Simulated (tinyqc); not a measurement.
Worked calculation (part 1 of 4): UHF in the sto-6g basis, for BeH+, spin multiplicity 1. This run ends on a higher stationary point, not on the lowest solution. Computed by tinyqc, a small Python program that keeps every step (integrals from PySCF). Settings: charge = 1, multiplicity = 1, basis = sto-6g, energy threshold = 1e-08, iteration cap = 52, orthogonalisation = canonical, start = Wolfsberg-Helmholz matrix, DIIS depth = 8, damping = 0.3, method = UHF, break = 0.2. Command: `OMP_NUM_THREADS=1 python tinyqc.py 22971 22972 out.jsonl` (the two numbers bound the seeds that draw the settings). One thread of a shared host (Intel(R) Xeon(R) Processor @ 2.60GHz), about 0.2 s of CPU time with the checks. Later iterations appear only in the table of the cycle.

## One-electron integrals

Geometry (angstrom):
```
atom         x         y         z
Be    0.000000  0.000000  0.000000
H     0.000000  0.000000  2.615000
```

Basis sto-6g: exponents (1/bohr^2) and contraction coefficients of normalised primitives:
```
element  l (shell)    exponent  coefficient
Be           s (1)  312.870494     0.009164
Be           s (1)   57.364463     0.049361
Be           s (1)   16.048509     0.168538
Be           s (1)    5.513096     0.370563
Be           s (1)    2.140897     0.416492
Be           s (1)    0.881739     0.130334
Be           s (2)   13.633247    -0.013253
Be           s (2)    2.698375    -0.046992
Be           s (2)    0.838653    -0.033785
Be           s (2)    0.322660     0.250242
Be           s (2)    0.140131     0.595117
Be           s (2)    0.064233     0.240706
Be           p (3)   13.633247     0.003760
Be           p (3)    2.698375     0.037679
Be           p (3)    0.838653     0.173897
Be           p (3)    0.322660     0.418036
Be           p (3)    0.140131     0.425860
Be           p (3)    0.064233     0.101708
H            s (1)   35.523221     0.009164
H            s (1)    6.513144     0.049361
H            s (1)    1.822143     0.168538
H            s (1)    0.625955     0.370563
H            s (1)    0.243077     0.416492
H            s (1)    0.100112     0.130334
```

Overlap, kinetic and nuclear-attraction integrals over the contracted functions; the nuclear repulsion is the sum of Za Zb / Rab.

nuclear repulsion = 0.80944889 hartree

overlap S:
```
           1Be 1s    1Be 2s   1Be 2px   1Be 2py   1Be 2pz     2H 1s
1Be 1s   1.000000  0.254764  0.000000  0.000000  0.000000  0.003965
1Be 2s   0.254764  1.000000  0.000000  0.000000  0.000000  0.107858
1Be 2px  0.000000  0.000000  1.000000  0.000000  0.000000  0.000000
1Be 2py  0.000000  0.000000  0.000000  1.000000  0.000000  0.000000
1Be 2pz  0.000000  0.000000  0.000000  0.000000  1.000000  0.154190
2H 1s    0.003965  0.107858  0.000000  0.000000  0.154190  1.000000
```

kinetic energy T (hartree):
```
            1Be 1s     1Be 2s   1Be 2px   1Be 2py   1Be 2pz      2H 1s
1Be 1s    6.768753  -0.207382  0.000000  0.000000  0.000000  -0.001951
1Be 2s   -0.207382   0.220121  0.000000  0.000000  0.000000  -0.007994
1Be 2px   0.000000   0.000000  0.661265  0.000000  0.000000   0.000000
1Be 2py   0.000000   0.000000  0.000000  0.661265  0.000000   0.000000
1Be 2pz   0.000000   0.000000  0.000000  0.000000  0.661265   0.000016
2H 1s    -0.001951  -0.007994  0.000000  0.000000  0.000016   0.768522
```

nuclear attraction V (hartree):
```
             1Be 1s     1Be 2s    1Be 2px    1Be 2py    1Be 2pz      2H 1s
1Be 1s   -14.917153  -1.702288   0.000000   0.000000  -0.004978  -0.028064
1Be 2s    -1.702288  -2.502208   0.000000   0.000000  -0.050973  -0.195075
1Be 2px    0.000000   0.000000  -2.492961   0.000000   0.000000   0.000000
1Be 2py    0.000000   0.000000   0.000000  -2.492961   0.000000   0.000000
1Be 2pz   -0.004978  -0.050973   0.000000   0.000000  -2.520398  -0.272894
2H 1s     -0.028064  -0.195075   0.000000   0.000000  -0.272894  -2.048982
```

core Hamiltonian H = T + V (hartree):
```
            1Be 1s     1Be 2s    1Be 2px    1Be 2py    1Be 2pz      2H 1s
1Be 1s   -8.148400  -1.909670   0.000000   0.000000  -0.004978  -0.030015
1Be 2s   -1.909670  -2.282087   0.000000   0.000000  -0.050973  -0.203069
1Be 2px   0.000000   0.000000  -1.831696   0.000000   0.000000   0.000000
1Be 2py   0.000000   0.000000   0.000000  -1.831696   0.000000   0.000000
1Be 2pz  -0.004978  -0.050973   0.000000   0.000000  -1.859133  -0.272878
2H 1s    -0.030015  -0.203069   0.000000   0.000000  -0.272878  -1.280460
```

## Two-electron integrals

Functions are numbered as in S; the eight-fold symmetry (ij|kl) = (ji|kl) = (kl|ij) leaves the list below.

Two-electron integrals (ij|kl) in chemists' order, unique and non-zero (hartree):
```
(11|11) 2.299996   (21|11) 0.361879   (21|21) 0.071926   (22|11) 0.570332
(22|21) 0.139654   (22|22) 0.417773   (31|31) 0.015252   (32|31) 0.022555
(32|32) 0.092340   (33|11) 0.570332   (33|21) 0.139654   (33|22) 0.417773
(33|33) 0.450117   (41|41) 0.015252   (42|41) 0.022555   (42|42) 0.092340
(43|43) 0.024258   (44|11) 0.570332   (44|21) 0.139654   (44|22) 0.417773
(44|33) 0.401601   (44|44) 0.450117   (51|51) 0.015252   (52|51) 0.022555
(52|52) 0.092340   (53|53) 0.024258   (54|54) 0.024258   (55|11) 0.570332
(55|21) 0.139654   (55|22) 0.417773   (55|33) 0.401601   (55|44) 0.401601
(55|55) 0.450117   (61|11) 0.005617   (61|21) 0.001093   (61|22) 0.002145
(61|33) 0.002128   (61|44) 0.002128   (61|51) 0.000108   (61|52) 0.000221
(61|55) 0.002180   (61|61) 0.000018   (62|11) 0.033584   (62|21) 0.008474
(62|22) 0.030541   (62|33) 0.029311   (62|44) 0.029311   (62|51) 0.001026
(62|52) 0.007919   (62|55) 0.033001   (62|61) 0.000145   (62|62) 0.005112
(63|31) 0.000482   (63|32) 0.002763   (63|53) 0.001054   (63|63) 0.000260
(64|41) 0.000482   (64|42) 0.002763   (64|54) 0.001054   (64|64) 0.000260
(65|11) 0.044295   (65|21) 0.011243   (65|22) 0.041656   (65|33) 0.039565
(65|44) 0.039565   (65|51) 0.001612   (65|52) 0.012283   (65|55) 0.045836
(65|61) 0.000196   (65|62) 0.007683   (65|65) 0.011641   (66|11) 0.202354
(66|21) 0.051551   (66|22) 0.201642   (66|33) 0.192918   (66|44) 0.192918
(66|51) 0.004974   (66|52) 0.050179   (66|55) 0.219089   (66|61) 0.000871
(66|62) 0.050845   (66|65) 0.079144   (66|66) 0.774999
```

## Orthogonalisation

S = U s U^T; canonical form X = U s^(-1/2), so that X^T S X = 1. Each column of U has its largest component positive (the first on a tie).

eigenvalues of S: 0.716527  0.860514  1.000000  1.000000  1.135992  1.286966

X:
```
                 1          2          3         4          5         6
1Be 1s   -0.718432   0.390972   0.000000  0.000000  -0.340681  0.533853
1Be 2s    0.805945  -0.203789   0.000000  0.000000  -0.190638  0.596266
1Be 2px   0.000000   0.000000  -0.160941  0.986964   0.000000  0.000000
1Be 2py   0.000000   0.000000   0.986964  0.160941   0.000000  0.000000
1Be 2pz   0.229118   0.729509   0.000000  0.000000   0.639849  0.174863
2H 1s    -0.421227  -0.659942   0.000000  0.000000   0.564335  0.325442
```

Within a degenerate level the vectors are fixed only up to a rotation; this is one choice.

## Starting guess

The start is the generalised Wolfsberg-Helmholz matrix (K = 1.75) built on H, with HOMO and LUMO mixed by +/-0.2 rad for the two spins; D(s) = C_occ C_occ^T for each spin.

D(alpha) at the start:
```
            1Be 1s    1Be 2s    1Be 2px    1Be 2py    1Be 2pz      2H 1s
1Be 1s    0.980380  0.030869  -0.009205  -0.006219  -0.049642  -0.016153
1Be 2s    0.030869  0.036585   0.030727   0.020759   0.167168   0.042878
1Be 2px  -0.009205  0.030727   0.027100   0.018309   0.147420   0.037938
1Be 2py  -0.006219  0.020759   0.018309   0.012370   0.099599   0.025632
1Be 2pz  -0.049642  0.167168   0.147420   0.099599   0.801950   0.206380
2H 1s    -0.016153  0.042878   0.037938   0.025632   0.206380   0.053123
```

D(beta) at the start:
```
            1Be 1s     1Be 2s    1Be 2px    1Be 2py    1Be 2pz      2H 1s
1Be 1s    0.980380   0.030869   0.009205   0.006219  -0.049642  -0.016153
1Be 2s    0.030869   0.036585  -0.030727  -0.020759   0.167168   0.042878
1Be 2px   0.009205  -0.030727   0.027100   0.018309  -0.147420  -0.037938
1Be 2py   0.006219  -0.020759   0.018309   0.012370  -0.099599  -0.025632
1Be 2pz  -0.049642   0.167168  -0.147420  -0.099599   0.801950   0.206380
2H 1s    -0.016153   0.042878  -0.037938  -0.025632   0.206380   0.053123
```

## Iteration 1: building the Fock matrix

J_ij = sum D_kl (ij|kl) with D = D(alpha) + D(beta), K_ij = sum D_kl (ik|jl) for each spin; F = H + J - K(s); E = tr D H + tr D J / 2 - 0.5 sum_s tr D(s) K(s) + E_nn.

Coulomb J (hartree):
```
           1Be 1s    1Be 2s   1Be 2px   1Be 2py   1Be 2pz     2H 1s
1Be 1s   5.619391  0.979813  0.000000  0.000000  0.014082  0.015375
1Be 2s   0.979813  1.930050  0.000000  0.000000  0.074081  0.142080
1Be 2px  0.000000  0.000000  1.902604  0.001777  0.000000  0.000000
1Be 2py  0.000000  0.000000  0.001777  1.901174  0.000000  0.000000
1Be 2pz  0.014082  0.074081  0.000000  0.000000  1.986376  0.195145
2H 1s    0.015375  0.142080  0.000000  0.000000  0.195145  0.973418
```

exchange K(alpha) (hartree):
```
            1Be 1s    1Be 2s    1Be 2px    1Be 2py    1Be 2pz     2H 1s
1Be 1s    2.292632  0.398852  -0.000307  -0.000208  -0.001386  0.008107
1Be 2s    0.398852  0.178003   0.015398   0.010403   0.088903  0.042867
1Be 2px  -0.000307  0.015398   0.052345   0.007797   0.064321  0.014278
1Be 2py  -0.000208  0.010403   0.007797   0.046072   0.043456  0.009647
1Be 2pz  -0.001386  0.088903   0.064321   0.043456   0.402191  0.098836
2H 1s     0.008107  0.042867   0.014278   0.009647   0.098836  0.090278
```

exchange K(beta) (hartree):
```
            1Be 1s     1Be 2s    1Be 2px    1Be 2py    1Be 2pz      2H 1s
1Be 1s    2.292632   0.398852   0.000307   0.000208  -0.001386   0.008107
1Be 2s    0.398852   0.178003  -0.015398  -0.010403   0.088903   0.042867
1Be 2px   0.000307  -0.015398   0.052345   0.007797  -0.064321  -0.014278
1Be 2py   0.000208  -0.010403   0.007797   0.046072  -0.043456  -0.009647
1Be 2pz  -0.001386   0.088903  -0.064321  -0.043456   0.402191   0.098836
2H 1s     0.008107   0.042867  -0.014278  -0.009647   0.098836   0.090278
```

F(alpha) (hartree):
```
            1Be 1s     1Be 2s    1Be 2px    1Be 2py    1Be 2pz      2H 1s
1Be 1s   -4.821641  -1.328709   0.000307   0.000208   0.010490  -0.022747
1Be 2s   -1.328709  -0.530039  -0.015398  -0.010403  -0.065795  -0.103857
1Be 2px   0.000307  -0.015398   0.018563  -0.006020  -0.064321  -0.014278
1Be 2py   0.000208  -0.010403  -0.006020   0.023406  -0.043456  -0.009647
1Be 2pz   0.010490  -0.065795  -0.064321  -0.043456  -0.274948  -0.176570
2H 1s    -0.022747  -0.103857  -0.014278  -0.009647  -0.176570  -0.397321
```

F(beta) (hartree):
```
            1Be 1s     1Be 2s    1Be 2px    1Be 2py    1Be 2pz      2H 1s
1Be 1s   -4.821641  -1.328709  -0.000307  -0.000208   0.010490  -0.022747
1Be 2s   -1.328709  -0.530039   0.015398   0.010403  -0.065795  -0.103857
1Be 2px  -0.000307   0.015398   0.018563  -0.006020   0.064321   0.014278
1Be 2py  -0.000208   0.010403  -0.006020   0.023406   0.043456   0.009647
1Be 2pz   0.010490  -0.065795   0.064321   0.043456  -0.274948  -0.176570
2H 1s    -0.022747  -0.103857   0.014278   0.009647  -0.176570  -0.397321
```

total energy of this density = -14.36150446 hartree

This density is the starting one.

## Iteration 1: diagonalisation and new density

Diagonalise F' = X^T F X, C = X C', fill 2 alpha and 2 beta electrons from the bottom; D(s) = C_occ C_occ^T; the new density keeps 0.3 of the old one (damping). Each column has its largest component positive (the first on a tie).

F' = X^T F X (alpha) (hartree):
```
           1          2          3          4          5          6
1  -1.316114   0.751843  -0.010802  -0.023397  -0.923260   1.626339
2   0.751843  -0.687313  -0.017322  -0.037519   0.656413  -1.047052
3  -0.010802  -0.017322   0.025194  -0.004939  -0.023464  -0.012602
4  -0.023397  -0.037519  -0.004939   0.016776  -0.050822  -0.027295
5  -0.923260   0.656413  -0.023464  -0.050822  -1.075515   1.131602
6   1.626339  -1.047052  -0.012602  -0.027295   1.131602  -2.539070
```

orbital energies (alpha) (hartree): MO1 -4.823981, MO2 -0.482194, MO3 -0.194908, MO4 -0.138978, MO5 0.027474, MO6 0.036544

coefficients C (alpha):
```
               MO1        MO2        MO3        MO4        MO5        MO6
1Be 1s    0.993852  -0.069664  -0.071630  -0.268790   0.000000   0.009588
1Be 2s    0.023165   0.242184   0.277307   0.972315   0.000000  -0.038304
1Be 2px  -0.000017   0.091828   0.210897  -0.051727  -0.559822   0.794363
1Be 2py  -0.000011   0.062041   0.142485  -0.034948   0.828613   0.536683
1Be 2pz  -0.001816   0.486644   0.772232  -0.333765   0.000000  -0.283011
2H 1s    -0.001134   0.739455  -0.686357  -0.106774   0.000000   0.089789
```

F' = X^T F X (beta) (hartree):
```
           1          2          3          4          5          6
1  -1.316114   0.751843   0.010802   0.023397  -0.923260   1.626339
2   0.751843  -0.687313   0.017322   0.037519   0.656413  -1.047052
3   0.010802   0.017322   0.025194  -0.004939   0.023464   0.012602
4   0.023397   0.037519  -0.004939   0.016776   0.050822   0.027295
5  -0.923260   0.656413   0.023464   0.050822  -1.075515   1.131602
6   1.626339  -1.047052   0.012602   0.027295   1.131602  -2.539070
```

orbital energies (beta) (hartree): MO1 -4.823981, MO2 -0.482194, MO3 -0.194908, MO4 -0.138978, MO5 0.027474, MO6 0.036544

coefficients C (beta):
```
               MO1        MO2        MO3        MO4        MO5        MO6
1Be 1s    0.993852  -0.069664  -0.071630  -0.268790   0.000000  -0.009588
1Be 2s    0.023165   0.242184   0.277307   0.972315   0.000000   0.038304
1Be 2px   0.000017  -0.091828  -0.210897   0.051727  -0.559822   0.794363
1Be 2py   0.000011  -0.062041  -0.142485   0.034948   0.828613   0.536683
1Be 2pz  -0.001816   0.486644   0.772232  -0.333765   0.000000   0.283011
2H 1s    -0.001134   0.739455  -0.686357  -0.106774   0.000000  -0.089789
```

D(alpha) after iteration 1:
```
            1Be 1s    1Be 2s    1Be 2px    1Be 2py    1Be 2pz      2H 1s
1Be 1s    0.988930  0.013567  -0.007251  -0.004899  -0.039887  -0.041694
1Be 2s    0.013567  0.052408   0.024785   0.016745   0.132621   0.138204
1Be 2px  -0.007251  0.024785   0.014033   0.009481   0.075507   0.058914
1Be 2py  -0.004899  0.016745   0.009481   0.006405   0.051014   0.039803
1Be 2pz  -0.039887  0.132621   0.075507   0.051014   0.406363   0.313811
2H 1s    -0.041694  0.138204   0.058914   0.039803   0.313811   0.398693
```

D(beta) after iteration 1:
```
            1Be 1s     1Be 2s    1Be 2px    1Be 2py    1Be 2pz      2H 1s
1Be 1s    0.988930   0.013567   0.007251   0.004899  -0.039887  -0.041694
1Be 2s    0.013567   0.052408  -0.024785  -0.016745   0.132621   0.138204
1Be 2px   0.007251  -0.024785   0.014033   0.009481  -0.075507  -0.058914
1Be 2py   0.004899  -0.016745   0.009481   0.006405  -0.051014  -0.039803
1Be 2pz  -0.039887   0.132621  -0.075507  -0.051014   0.406363   0.313811
2H 1s    -0.041694   0.138204  -0.058914  -0.039803   0.313811   0.398693
```

## Iteration 2: building the Fock matrix

As before.

Coulomb J (hartree):
```
           1Be 1s    1Be 2s   1Be 2px   1Be 2py   1Be 2pz     2H 1s
1Be 1s   5.349910  0.913218  0.000000  0.000000  0.016071  0.014371
1Be 2s   0.913218  1.765616  0.000000  0.000000  0.105157  0.155131
1Be 2px  0.000000  0.000000  1.742917  0.000920  0.000000  0.000000
1Be 2py  0.000000  0.000000  0.000920  1.742177  0.000000  0.000000
1Be 2pz  0.016071  0.105157  0.000000  0.000000  1.811758  0.219649
2H 1s    0.014371  0.155131  0.000000  0.000000  0.219649  1.381212
```

exchange K(alpha) (hartree):
```
            1Be 1s    1Be 2s    1Be 2px    1Be 2py    1Be 2pz     2H 1s
1Be 1s    2.294542  0.384003  -0.000072  -0.000049  -0.000844  0.007667
1Be 2s    0.384003  0.150968   0.013357   0.009024   0.084795  0.078839
1Be 2px  -0.000072  0.013357   0.038352   0.004037   0.034548  0.015224
1Be 2py  -0.000049  0.009024   0.004037   0.035104   0.023341  0.010285
1Be 2pz  -0.000844  0.084795   0.034548   0.023341   0.240610  0.136782
2H 1s     0.007667  0.078839   0.015224   0.010285   0.136782  0.379687
```

exchange K(beta) (hartree):
```
            1Be 1s     1Be 2s    1Be 2px    1Be 2py    1Be 2pz      2H 1s
1Be 1s    2.294542   0.384003   0.000072   0.000049  -0.000844   0.007667
1Be 2s    0.384003   0.150968  -0.013357  -0.009024   0.084795   0.078839
1Be 2px   0.000072  -0.013357   0.038352   0.004037  -0.034548  -0.015224
1Be 2py   0.000049  -0.009024   0.004037   0.035104  -0.023341  -0.010285
1Be 2pz  -0.000844   0.084795  -0.034548  -0.023341   0.240610   0.136782
2H 1s     0.007667   0.078839  -0.015224  -0.010285   0.136782   0.379687
```

F(alpha) (hartree):
```
            1Be 1s     1Be 2s    1Be 2px    1Be 2py    1Be 2pz      2H 1s
1Be 1s   -5.093033  -1.380456   0.000072   0.000049   0.011936  -0.023311
1Be 2s   -1.380456  -0.667439  -0.013357  -0.009024  -0.030611  -0.126777
1Be 2px   0.000072  -0.013357  -0.127130  -0.003117  -0.034548  -0.015224
1Be 2py   0.000049  -0.009024  -0.003117  -0.124622  -0.023341  -0.010285
1Be 2pz   0.011936  -0.030611  -0.034548  -0.023341  -0.287985  -0.190011
2H 1s    -0.023311  -0.126777  -0.015224  -0.010285  -0.190011  -0.278936
```

F(beta) (hartree):
```
            1Be 1s     1Be 2s    1Be 2px    1Be 2py    1Be 2pz      2H 1s
1Be 1s   -5.093033  -1.380456  -0.000072  -0.000049   0.011936  -0.023311
1Be 2s   -1.380456  -0.667439   0.013357   0.009024  -0.030611  -0.126777
1Be 2px  -0.000072   0.013357  -0.127130  -0.003117   0.034548   0.015224
1Be 2py  -0.000049   0.009024  -0.003117  -0.124622   0.023341   0.010285
1Be 2pz   0.011936  -0.030611   0.034548   0.023341  -0.287985  -0.190011
2H 1s    -0.023311  -0.126777   0.015224   0.010285  -0.190011  -0.278936
```

total energy of this density = -14.47418095 hartree

This density is a damped mixture and is not idempotent.

## Iteration 2: DIIS over 2 matrices

error matrix X^T (FDS - SDF) X (alpha):
```
           1          2          3          4          5          6
1   0.000000   0.011404  -0.001991  -0.004312  -0.047851   0.019001
2  -0.011404   0.000000   0.001436   0.003111   0.017983  -0.010698
3   0.001991  -0.001436   0.000000   0.000000   0.000568   0.000889
4   0.004312  -0.003111   0.000000   0.000000   0.001229   0.001926
5   0.047851  -0.017983  -0.000568  -0.001229   0.000000   0.020567
6  -0.019001   0.010698  -0.000889  -0.001926  -0.020567   0.000000
```

B (overlaps of the stored error matrices):
```
               1              2
1  1.0460914e-01  1.7776812e-02
2  1.7776812e-02  1.4729017e-02
```

Minimise |sum c_i e_i|^2 with sum c_i = 1: solve [B -1; -1 0][c; lambda] = [0; -1] with B_ij = tr e_i^T e_j summed over both spins, and take F = sum c_i F_i.

DIIS coefficients: -0.036377  1.036377

extrapolated F(alpha) (hartree):
```
            1Be 1s     1Be 2s    1Be 2px    1Be 2py    1Be 2pz      2H 1s
1Be 1s   -5.102905  -1.382338   0.000064   0.000043   0.011989  -0.023332
1Be 2s   -1.382338  -0.672437  -0.013282  -0.008974  -0.029331  -0.127611
1Be 2px   0.000064  -0.013282  -0.132430  -0.003012  -0.033465  -0.015258
1Be 2py   0.000043  -0.008974  -0.003012  -0.130007  -0.022610  -0.010309
1Be 2pz   0.011989  -0.029331  -0.033465  -0.022610  -0.288460  -0.190500
2H 1s    -0.023332  -0.127611  -0.015258  -0.010309  -0.190500  -0.274630
```

extrapolated F(beta) (hartree):
```
            1Be 1s     1Be 2s    1Be 2px    1Be 2py    1Be 2pz      2H 1s
1Be 1s   -5.102905  -1.382338  -0.000064  -0.000043   0.011989  -0.023332
1Be 2s   -1.382338  -0.672437   0.013282   0.008974  -0.029331  -0.127611
1Be 2px  -0.000064   0.013282  -0.132430  -0.003012   0.033465   0.015258
1Be 2py  -0.000043   0.008974  -0.003012  -0.130007   0.022610   0.010309
1Be 2pz   0.011989  -0.029331   0.033465   0.022610  -0.288460  -0.190500
2H 1s    -0.023332  -0.127611   0.015258   0.010309  -0.190500  -0.274630
```
